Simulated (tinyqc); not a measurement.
Planar ballistic transistor, top-of-the-barrier model: two steps of the calculation.

At the top of the source barrier, states moving towards the drain are filled by the source (Fermi level 0) and states moving back by the drain (Fermi level -q Vd); nothing scatters. U is the shift of the band edge there, set by the capacitances CG, CD and CS (the total) and by the charge. Parabolic two-dimensional band; the source is grounded.

Parameters, values chosen for the exercise; mass and valleys close to those of gallium nitride:
```
symbol,value,unit,meaning
T,200,K,temperature
m,0.195,m0,effective mass
gv,1,,valley degeneracy
eox,3.9,,relative permittivity of the gate insulator
tox,1.7,nm,insulator thickness
aG,0.83,,gate control CG/CS
E0,0.21,eV,band edge at the barrier top above the source Fermi level at zero bias
Vd,0.1,V,drain voltage
```

Constants: q = 1.602176634e-19 C, kB = 1.380649e-23 J/K, hbar = 1.054571817e-34 J s, m0 = 9.1093837015e-31 kg, Vt = kB T/q, eps0 = 8.8541878128e-14 F/cm where lengths are in cm. Results are converted to the units shown.

Problem 1. Self-consistent potential at the barrier top. eta1 = -(E0 + U)/Vt, eta2 = eta1 - Vd/Vt, n = (N0/2)[F_0(eta1) + F_0(eta2)], F_0(x) = ln(1 + exp x). U(out) = UL + q (n - n0)/CS. Newton step: U(new) = U + (U(out) - U)/(1 + CQ/CS), CQ = (q/Vt) dn/d(eta1) with both F' summed; F_0'(x) = 1/(1 + exp(-x)).

U at the start (U = UL) = -0.6731 eV
N0 = 1.4038952e12 cm^-2
CS = 2.4472950 uF/cm^2
n0 = 7.1707815e6 cm^-2
UL = -0.6731 eV

Give: eta1; eta2; n; U(out); CQ; U after iteration 1.

Solution 1.

eta1 = 26.87
eta2 = 21.07
n = 3.365e13 cm^-2
U(out) = 1.530 eV
CQ = 13.05 uF/cm^2
U after iteration 1 = -0.3252 eV

Problem 2. Current, mean velocity and share of the gate voltage. N0 = gv m kB T/(pi hbar^2), CG = eps0 eox/tox, vT = sqrt(2 kB T/(pi m)), CS = CG/aG, n0 = n at U = 0 and Vd = 0. I = q (N0/2) vT [F_(1/2)(eta1) - F_(1/2)(eta2)] per width, F_(1/2)(x) = (2/sqrt(pi)) int_0^infinity u^(1/2)/(1 + exp(u - x)) du. Mean velocity I/(q n). CQ = (q/Vt) dn/d(eta1); the band edge follows the gate as -dU/dVg = aG/(1 + CQ/CS).

converged U = -0.32233265 eV

Give: eta1; n; I; mean velocity; CQ; -dU/dVg.

Solution 2.

eta1 = 6.5178
n = 5.3579e12 cm^-2
I = 1296.6 uA/um
mean velocity = 1.5104e7 cm/s
CQ = 10.899 uF/cm^2
-dU/dVg = 0.15220 eV/V

The carriers from the source are degenerate (eta1 = 6.52), and the mean velocity is 1.52 times vT = sqrt(2 kB T/(pi m)) = 9.95e6 cm/s. The drain fills a good part of the returning states, which lowers the mean.

Numbers from tinyqc (`OMP_NUM_THREADS=1 python tinyqc.py 2400032 2400033 out.jsonl`; about 0.01 s on one thread of a shared Intel Xeon 2.30GHz).
